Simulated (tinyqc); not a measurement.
Two-step dopant diffusion (predeposition and drive-in) with a constant diffusivity: one step, computed by the program tinyqc. Command: `OMP_NUM_THREADS=1 python tinyqc.py 3000552 3000553 out.jsonl dopdiff walk`. One thread of a shared host (Intel(R) Xeon(R) Processor @ 2.30GHz), about 0.08 s of CPU time with the checks.

Fick diffusion into a half space x > 0 whose background doping C_B is of the opposite type, so that a junction lies where C = C_B.

Problem. Drive-in as a Gaussian. With a sealed surface and a thin source, C = Q/sqrt(pi (Dt)2) exp(-x^2/(4 (Dt)2)); x_j = 2 sqrt((Dt)2 ln(C(0)/C_B)); gradient at the junction |dC/dx| = C_B x_j/(2 (Dt)2).

Inputs (values chosen for the exercise, modelled on gallium in silicon): background doping C_B = 4.9e+15 1/cm^3; predeposition temperature T1 = 975 C; drive-in temperature T2 = 1050 C; stand-by temperature = 800 C.

dose Q = 1.598712e+13 1/cm^2

drive-in budget (Dt)2 = 3.797462e-10 cm^2

Give: surface concentration C(0) (Gaussian); junction depth x_j; gradient at the junction.

Solution.

surface concentration C(0) (Gaussian) = 4.629e+17 1/cm^3

junction depth x_j = 0.8312 um

gradient at the junction = 5.363e+20 1/cm^4
